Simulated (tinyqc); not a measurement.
RKS/LDA (VWN5) in the sto-3g basis, for H2, spin multiplicity 1, step by step. One step of it, computed by the program tinyqc.

Question. Iteration 1: diagonalisation and new density. Diagonalise F' = X^T F X, C = X C', fill 1 alpha and 1 beta electrons from the bottom; D = 2 C_occ C_occ^T; the new density keeps 0.2 of the old one (damping). Each column has its largest component positive (the first on a tie).

Kohn-Sham matrix F (hartree):
```
,1H 1s,2H 1s
1H 1s,-0.110229,-0.199842
2H 1s,-0.199842,-0.110229
```

X:
```
,1H 1s,2H 1s
1H 1s,1.066016,-0.219235
2H 1s,-0.219235,1.066016
```

D at the start:
```
,1H 1s,2H 1s
1H 1s,1.651872,-1.651872
2H 1s,-1.651872,1.651872
```

overlap S:
```
,1H 1s,2H 1s
1H 1s,1.000000,0.394626
2H 1s,0.394626,1.000000
```

Give: F' = X^T F X; orbital energies; coefficients C; D after iteration 1.

Answer.

F' = X^T F X (hartree):
```
,1,2
1,-0.0372,-0.1852
2,-0.1852,-0.0372
```

orbital energies (hartree): MO1 -0.2223, MO2 0.1480

coefficients C:
```
,MO1,MO2
1H 1s,0.5988,0.9088
2H 1s,0.5988,-0.9088
```

D after iteration 1:
```
,1H 1s,2H 1s
1H 1s,0.9040,0.2433
2H 1s,0.2433,0.9040
```
